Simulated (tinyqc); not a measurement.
Against voltage: leakage through a gate insulator: direct, Fowler-Nordheim, trap-assisted and Poole-Frenkel currents. Computed by tinyqc, a small Python program. Command: `OMP_NUM_THREADS=1 python tinyqc.py 3028930 3028931 out.jsonl oxideleak walk`. One thread of a shared host (Intel(R) Xeon(R) Processor @ 2.30GHz), about 0.01 s of CPU time with the checks.

Electrons enter from the cathode Fermi level at x = 0; the conduction band of the insulator lies phi_b - e F x above it, F = V/t. WKB exponents use a parabolic band with mass m.

Inputs (values chosen for the exercise, with an insulator like Si3N4):
```
quantity                     value   unit
thickness t                    5.5     nm
barrier phi_b                 2.01     eV
tunnelling mass m             0.38    m_0
static constant eps_ox        7.34      -
trap depth phi_t               1.5     eV
trap density N_t           1.1e+19  cm^-3
attempt rate nu_0            1e+12    1/s
activation of capture E_a     0.27     eV
temperature T                  400      K
```

Constants: e = 1.602176634e-19 C; hbar = 1.054571817e-34 J s; hbar^2/(2 m_0) = 3.80998212 eV angstrom^2; k_B = 8.617333262e-05 eV/K.

Method:
- For a level a distance phi(x) below the band, the WKB exponent is 2 int kappa dx with kappa = sqrt(m phi/(hbar^2/2m_0)); for a linear barrier from phi_1 down to phi_2 = max(phi_1 - e F d, 0) it is G = (4/3) sqrt(m/(hbar^2/2m_0)) (phi_1^(3/2) - phi_2^(3/2))/(e F).
- J_tun = e^3 F^2/(16 pi^2 hbar m phi_b) x exp(-G) / [1 - sqrt(phi_2/phi_b)]^2 with the free-electron mass in the cathode (m in m_0), phi_2 = max(phi_b - e V, 0): direct tunnelling for e V < phi_b, Fowler-Nordheim above. Image forces, back-flow and the limit on supply are left out, so J_tun is overstated below about 0.5 V.
- A trap at depth x lies phi_t below the band. Capture: tunnel at the cathode Fermi level from 0 to x (G_in from phi_1 = phi_b), rate nu_0 exp(-G_in - E_c/k_B T) with E_c = E_a + max(phi_b - phi_t - e F x, 0), the last term being the height of the trap above the cathode Fermi level. Emission: tunnel from the trap level to the anode (G_out from phi_1 = phi_t over t - x), rate nu_0 exp(-G_out - E_a/k_B T). Re-emission to the cathode follows from detailed balance, rate_back = rate_in exp(dE/k_B T) with dE = phi_b - phi_t - e F x. Each trap passes R = rate_in rate_out/(rate_in + rate_back + rate_out) electrons per second; filling from the anode is left out.
- J_TAT = e N_t int_0^t R dx by the midpoint rule on 400 intervals; the most effective depth is the midpoint with the largest R, rounded to 0.01 nm.

Currents:
```
V (V)  F (MV/cm)  J_tun (A/cm^2)  J_TAT (A/cm^2)  best depth (nm)
0.66       1.200      2.6731e-12      1.6527e-11             2.56
1.33       2.418      3.3028e-10      2.1789e-08             2.45
2.01       3.655      1.4818e-07      1.8735e-07             2.30
2.68       4.873      9.6744e-04      9.0805e-06             1.41
3.36       6.109      2.2206e-01      1.8167e-04             1.09
4.03       7.327      8.3678e+00      1.2666e-03             0.90
4.70       8.545      1.1751e+02      5.0640e-03             0.76
5.38       9.782      9.0830e+02      1.4711e-02             0.65
6.05      11.000      4.4686e+03      3.4046e-02             0.58
```

What follows from these numbers?

The larger current changes between 2.01 and 2.68 V (to J_tun). Over the range J_tun grows by 15.2 decades and J_TAT by 9.3. The best depth moves towards the cathode as the field rises. The highest rows may lie beyond breakdown.

Extremes, crossings and ranges named in words are read from the listed rows.
